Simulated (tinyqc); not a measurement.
# From one set of inputs to another, one input at a time

Model: thermal stress, cracking, delamination and buckling of a thin film; Griffith cracks and misfitting inclusions. Computed by tinyqc, a small Python program. Command: `OMP_NUM_THREADS=1 python tinyqc.py 3031144 3031145 out.jsonl filmcrack ladder`. One thread of a shared host (Intel(R) Xeon(R) Processor @ 2.30GHz), about 0.03 s of CPU time with the checks.

Isotropic linear elasticity; the substrate is much thicker than the film; stress is positive in tension.

The inputs printed are set A. Set A is modelled on an aluminium film on silicon; the values taken over come from a set modelled on a copper film on silicon. Inputs not listed in the table keep their values of set A, so the rows need not describe a real material.

Inputs (values chosen for the exercise, modelled on an aluminium film on silicon):
```
quantity                          value        unit
film Young's modulus E             72.4         GPa
film Poisson ratio nu              0.35           -
film expansion alpha_f             23.5      1e-6/K
substrate expansion alpha_s         3.4      1e-6/K
deposition temperature T_d          400           K
final temperature T                 300           K
intrinsic stress                   -200         MPa
film thickness h                    1.3  micrometre
film toughness Gamma_f             2.56       J/m^2
interface toughness Gamma_i          14       J/m^2
substrate Young's modulus E_s       147         GPa
substrate Poisson ratio nu_s       0.25           -
flaw half length a                0.074  micrometre
substrate surface energy gamma_s    2.1       J/m^2
inclusion radius R                0.072  micrometre
```

Inclusion: long cylinder (a filled via).

Method:
- Thermal strain = (alpha_f - alpha_s)(T_d - T); stress = E/(1 - nu) x strain + intrinsic stress; plane-strain modulus Ebar = E/(1 - nu^2); G0 = stress^2 h/(2 Ebar) is the energy freed per area when a long strip loses its stress across its width.
- Dundurs alpha = (Ebar - Ebar_s)/(Ebar + Ebar_s), with Ebar_s = E_s/(1 - nu_s^2). The channel-crack factor is taken as g = 1.258 (1 - alpha)^(-0.7), a rough interpolation chosen for the exercise (1.258 is the value for matched materials).
- Channel crack through the film: G = pi g G0, critical thickness where G = Gamma_f. Steady delamination from an edge: G = G0, critical thickness where G = Gamma_i.
- Through crack of length 2a in plane strain: K_Ic = sqrt(2 gamma_s E_s/(1 - nu_s^2)); fracture stress = K_Ic/sqrt(pi a). An edge crack of depth a has K larger by 1.1215.
- Film material fills a long cylinder of radius R in the substrate, with the misfit e = thermal strain (it wants to shrink if e > 0). With the axial strain held by the substrate, s0 = (1 + nu) e/[(1 + nu)(1 - 2 nu)/E + (1 + nu_s)/E_s]; inside s_rr = s_tt = s0 and s_zz = E e + 2 nu s0; outside s_rr = s0 (R/r)^2, s_tt = -s_rr. Keep-out radius: where |s_rr| falls to 10 MPa (R if it is lower at the wall).

Each row keeps all changes above it; columns: (1) input moved; (2) from; (3) to; (4) critical thickness for delamination (micrometre); (5) fracture stress, inner crack (MPa); (6) keep-out radius (micrometre):
```
(1)                                         (2)   (3)         (4)     (5)      (6)
set A                                         -     -  4.0501e+03  1683.1  0.31589
deposition temperature T_d (K)              400   575  1.3370e+01  1683.1  0.52384
film thickness h (micrometre)               1.3  0.47  1.3370e+01  1683.1  0.52384
film Young's modulus E (GPa)               72.4   125  5.3557e+00  1683.1  0.57394
flaw half length a (micrometre)           0.074     4  5.3557e+00   228.9  0.57394
intrinsic stress (MPa)                     -200   -56  3.9335e+00   228.9  0.57394
film expansion alpha_f (1e-6/K)            23.5  16.9  9.2139e+00   228.9  0.47037
substrate surface energy gamma_s (J/m^2)    2.1   2.2  9.2139e+00   234.3  0.47037
```

Where does the difference come from?

Critical thickness for delamination goes from 4050 to 9.21, a factor 0.00227 in all. The largest single move comes from deposition temperature T_d (a factor 0.00330), and film expansion alpha_f works against it (a factor 2.34). Fracture stress, inner crack goes from 1680 to 234, a factor 0.139 in all. The largest single move comes from flaw half length a (a factor 0.136). Keep-out radius goes from 0.316 to 0.470, a factor 1.49 in all. The largest single move comes from deposition temperature T_d (a factor 1.66), and film expansion alpha_f works against it (a factor 0.820). The single moves hold for this order of the switches; the total does not depend on the order.

Caution (rows set A): a critical thickness above 100 micrometres is no longer thin against a usual wafer, so it is only formal. Caution (rows deposition temperature T_d, film thickness h, film Young's modulus E, flaw half length a, intrinsic stress, film expansion alpha_f, substrate surface energy gamma_s): at a stress above 0.4 % of E a ductile film would yield, and the elastic value is then an upper bound; a brittle film in tension cracks instead.

Extremes, crossings and ranges named in words are read from the listed rows.
